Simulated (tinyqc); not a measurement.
From mean free path lambda back to phonon mobility at 1 MV/cm and 300 K, mu_ph: inversion-layer mobility, back-scattering and ballistic limit of a field-effect transistor. Computed by tinyqc, a small Python program. Command: `OMP_NUM_THREADS=1 python tinyqc.py 3005986 3005987 out.jsonl mos inv`. One thread of a shared host (Intel(R) Xeon(R) Processor @ 2.30GHz), about 0.04 s of CPU time with the checks.

The charge at the top of the source barrier is fixed by the gate; series resistance and short-channel effects are left out. F_j are Fermi integrals normalised to exp(eta) in the classical limit.

Inputs (values chosen for the exercise, modelled on a silicon n-channel):
```
quantity                                       value        unit
transport mass m                                0.18         m_0
valley degeneracy g_v                              2           -
weight w of the inversion charge                 0.5           -
permittivity eps                                11.7           -
roughness mobility at 1 MV/cm, mu_sr            1500  cm^2/(V s)
Coulomb mobility at N_inv = 1e12/cm^2, mu_C     1200  cm^2/(V s)
electrical oxide thickness t_inv                 1.9          nm
depletion charge N_dep                       2.5e+11      1/cm^2
gate overdrive V_G - V_T                           1           V
drain voltage V_D                               0.05           V
channel length L                                  24          nm
exponent a of the critical length               0.75           -
temperature T                                    300           K
```

Statistics at the top of the barrier: Fermi-Dirac.

Constants: eps_0 = 8.8541878128e-12 F/m; e = 1.602176634e-19 C; m_0 = 9.1093837015e-31 kg; k_B = 1.380649e-23 J/K; hbar = 1.054571817e-34 J s; k_B = 8.617333262e-05 eV/K.

Method:
- N_inv = 3.9 eps_0 (V_G - V_T)/(e t_inv); effective field E_eff = e (N_dep + w N_inv)/(eps eps_0).
- mu_phonon = mu_ph (E_eff/1 MV/cm)^(-0.3) (T/300 K)^(-1.75); mu_rough = mu_sr (E_eff/1 MV/cm)^(-2); mu_Coulomb = mu_C (N_inv/1e12 cm^-2) (T/300 K); Matthiessen's rule adds 1/mu.
- F_j(eta) = (1/Gamma(j + 1)) int_0^infinity x^j/(1 + exp(x - eta)) dx, F_0 = ln(1 + exp(eta)). Integrals over x = E/(k_B T) use 160 Gauss-Legendre points in u = sqrt(x) from 0 to sqrt(max(eta, 0) + 32).
- Ballistic channel: N_2D = g_v m k_B T/(pi hbar^2), U = e V_D/(k_B T); eta_F solves N_inv = (N_2D/2)[F_0(eta_F) + F_0(eta_F - U)]; v_T = sqrt(2 k_B T/(pi m)); I/W = e (N_2D/2) v_T [F_1/2(eta_F) - F_1/2(eta_F - U)]; injection velocity v_T F_1/2(eta_F)/F_0(eta_F).
- Mean free path lambda = (2 k_B T/e)(mu/v_T) F_0(eta_0)/F_-1/2(eta_0), with eta_0 from N_inv = N_2D F_0(eta_0); critical length l = L (1 + U)^(-a), an empirical rule; back-scattering r = l/(l + lambda). Then eta solves N_inv = (N_2D/2)[(1 + r) F_0(eta) + (1 - r) F_0(eta - U)] and I/W = e (N_2D/2) v_T (1 - r)[F_1/2(eta) - F_1/2(eta - U)].
- Ballistic ratio: I over the ballistic current. Apparent mobility 1/(1/mu + 1/mu_B), mu_B = mu L/lambda.

Problem. A run gave the result below. Find the phonon mobility at 1 MV/cm and 300 K, mu_ph, known to lie between 170 and 470 cm^2/(V s).

mean free path lambda = 17.95758 nm

Solution.

Each step takes the trial c = (a f_b - b f_a)/(f_b - f_a), f being the result less the target and a, b, c the logarithms of the listed values; c replaces end b, the old b replaces a if the sign of f changed, and otherwise f_a is halved.

Scan of the range:
```
phonon mobility at 1 MV/cm and 300 K, mu_ph (cm^2/(V s))  mean free path lambda (nm)
170                                                                          10.3690
201                                                                          12.0415
239                                                                          14.0120
283                                                                          16.1911
335                                                                          18.6344
397                                                                          21.3762
470                                                                          24.3875
```

False position (Illinois rule, in the logarithm of the input) inside the bracket:
```
step    end a    end b    trial  mean free path lambda (nm)
1     283.000  335.000  319.706                     17.9300
2     335.000  319.706  320.291                     17.9572
3     335.000  320.291  320.308                     17.9580
4     320.291  320.308  320.300                     17.9576
```

Mean free path lambda rises at every point of a 13-point scan of the range (every second point is shown), so one value fits; it is bracketed by 283 and 335. Answer: phonon mobility at 1 MV/cm and 300 K, mu_ph = 320.3 cm^2/(V s).
